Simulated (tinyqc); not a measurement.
Comparisons within one model: deformation-potential model of the Delta valleys of a conduction band. A value that a table varies takes the place of the one given here.

Valleys with axes along x, y and z, each a pair at +k and -k. Herring-Vogt shift of a valley with unit axis a: dE = Xd tr(e) + Xu a.e.a. Non-degenerate shares n_i = exp(-dE_i/kT)/sum_j exp(-dE_j/kT). Inverse mass tensor of a valley: (1 - a a)/mt + a a/ml; the masses are taken as independent of strain.

s11 = (C11 + C12)/((C11 - C12)(C11 + 2 C12)), s12 = -C12/((C11 - C12)(C11 + 2 C12)), s44 = 1/C44; exx = s11 sxx + s12 (syy + szz) and cyclic, exy = s44 sxy/2; tension is positive. A uniaxial stress X along the unit vector n is s_ij = X n_i n_j.

Constants: kB = 8.617333262e-05 eV/K.

Parameters, chosen for this exercise (near those of Si; the results hold for these values, not for the real material): ml = 0.924 m0 (longitudinal mass); mt = 0.185 m0 (transverse mass); Xd = 1.17 eV (dilation potential); Xu = 9.06 eV (uniaxial potential); C11 = 169 GPa; C12 = 64.5 GPa; C44 = 77.2 GPa; load = uniaxial [001] (kind of stress); T = 300 K (temperature); X1 = 1.4 GPa (size of the stress); X = 0.24 GPa (stress).

## Sweep of a uniaxial [001] stress

m_c = 1/(u.M.u) along [110] with M = sum_i n_i (inverse mass tensor); gain against zero stress at a fixed scattering time.

Results:

| X (GPa) | spread (meV) | lowest edge (meV) | n x | n y | n z | m_c (m0) | gain (%) |
|---|---|---|---|---|---|---|---|
| -1.50 | 130.0 | -107.8 | 0.006 | 0.006 | 0.987 | 0.1860 | 35.6 |
| -0.75 | 65.0 | -53.9 | 0.070 | 0.070 | 0.861 | 0.1959 | 28.8 |
| -0.30 | 26.0 | -21.6 | 0.211 | 0.211 | 0.578 | 0.2226 | 13.3 |
| 0.00 | 0.0 | 0.0 | 0.333 | 0.333 | 0.333 | 0.2522 | 0.0 |
| 0.30 | 26.0 | -4.5 | 0.423 | 0.423 | 0.155 | 0.2795 | -9.7 |
| 0.75 | 65.0 | -11.1 | 0.481 | 0.481 | 0.039 | 0.3005 | -16.1 |
| 1.50 | 130.0 | -22.3 | 0.498 | 0.498 | 0.003 | 0.3076 | -18.0 |

Along [110] the gain is +35.6 % at -1.50 GPa and -18.0 % at 1.50 GPa. The slope at zero stress (from +/- 0.001 GPa), -40.6 % per GPa, carried to the ends would give +61 and -61 %; the response falls behind at both ends, as it saturates once the spread passes a few kT (kT = 25.9 meV, spread up to 130 meV).

## Gain for each load and current direction

Each load has the size X1. Gain m_c(0)/m_c - 1 in per cent from repopulation alone, m_c = 1/(u.M.u), M = sum_i n_i (inverse mass tensor); biaxial means sxx = syy.

Gain (%); + is tension, - compression:

| load | [100] | [010] | [001] | [110] | [1-10] | [111] |
|---|---|---|---|---|---|---|
| uniaxial [110] (+) | 27.6 | 27.6 | -55.2 | 27.6 | 27.6 | 0.0 |
| uniaxial [110] (-) | -15.7 | -15.7 | 31.4 | -15.7 | -15.7 | 0.0 |
| uniaxial [100] (+) | 35.9 | -17.9 | -17.9 | 9.0 | 9.0 | 0.0 |
| uniaxial [100] (-) | -70.7 | 35.4 | 35.4 | -17.7 | -17.7 | 0.0 |
| uniaxial [111] (+) | 0.0 | 0.0 | 0.0 | 0.0 | 0.0 | 0.0 |
| uniaxial [111] (-) | 0.0 | 0.0 | 0.0 | 0.0 | 0.0 | 0.0 |
| biaxial (001) (+) | 35.4 | 35.4 | -70.7 | 35.4 | 35.4 | 0.0 |
| biaxial (001) (-) | -17.9 | -17.9 | 35.9 | -17.9 | -17.9 | 0.0 |

The largest gain is +35.9 %, for uniaxial [100] (+) with the current along [100] and biaxial (001) (-) with the current along [001]; for a [110] channel it is +35.4 %, under biaxial (001) (+). No gain or loss appears under uniaxial [111]: the valleys stay equivalent (in real silicon shear also changes the masses, which this model leaves out).

## Temperature and repopulation

The load is fixed; m_c along [110] as 1/(u.M.u).

Results:

| T (K) | kT (meV) | n x | n y | n z | m_c (m0) |
|---|---|---|---|---|---|
| 50 | 4.31 | 0.498 | 0.498 | 0.004 | 0.3075 |
| 77 | 6.64 | 0.489 | 0.489 | 0.021 | 0.3040 |
| 150 | 12.93 | 0.455 | 0.455 | 0.091 | 0.2907 |
| 225 | 19.39 | 0.427 | 0.427 | 0.146 | 0.2809 |
| 300 | 25.85 | 0.409 | 0.409 | 0.183 | 0.2748 |
| 400 | 34.47 | 0.393 | 0.393 | 0.215 | 0.2697 |
| 500 | 43.09 | 0.382 | 0.382 | 0.236 | 0.2664 |

The largest share falls from 0.498 at 50 K to 0.382 at 500 K (equal shares: 0.333); m_c goes from 0.3075 to 0.2664, against 0.2522 without stress. Only spread/kT enters, so the small-stress response goes as 1/T.

## What each parameter does

Spread of the valley edges, lowest edge, largest share and m_c along [110]. Each row changes one parameter from the base and keeps the others.

Results:

| case | spread (meV) | lowest edge (meV) | largest share | m_c (m0) |
|---|---|---|---|---|
| base | 20.81 | -3.56 | 0.4086 | 0.2748 |
| ml = 1.109 m0 | 20.81 | -3.56 | 0.4086 | 0.2805 |
| mt = 0.222 m0 | 20.81 | -3.56 | 0.4086 | 0.3220 |
| Xd = 0.936 eV | 20.81 | -3.75 | 0.4086 | 0.2748 |
| Xu = 10.872 eV | 24.97 | -4.46 | 0.4201 | 0.2786 |
| C11 = 202.8 GPa | 15.72 | -2.21 | 0.3930 | 0.2698 |
| C12 = 77.4 GPa | 23.74 | -4.81 | 0.4168 | 0.2775 |
| C44 = 92.64 GPa | 20.81 | -3.56 | 0.4086 | 0.2748 |
| X = 0.192 GPa | 16.65 | -2.85 | 0.3960 | 0.2708 |
| T = 240 K | 20.81 | -3.56 | 0.4227 | 0.2795 |

The largest shifts from the base row, up to three for each result and ties (the steps differ in size, so this ranks the rows, not the parameters). spread (meV): C11 -5.09, Xu +4.16, X -4.16; unchanged at the printed digits by ml, mt, Xd, C44 and T. lowest edge (meV): C11 +1.35, C12 -1.25, Xu -0.90; unchanged at the printed digits by ml, mt, C44 and T. largest share: C11 -0.0156, T +0.0141, X -0.0126; unchanged at the printed digits by ml, mt, Xd and C44. m_c (m0): mt +0.0471, ml +0.0057, C11 -0.0050; unchanged at the printed digits by Xd and C44. Xd moves all valleys together, so it shifts the edge and nothing else.

(tinyqc, `OMP_NUM_THREADS=1 python tinyqc.py 1051562 1051563 out.jsonl`, Intel(R) Xeon(R) Processor @ 2.30GHz, 1 thread, shared host, about 0.03 s.)
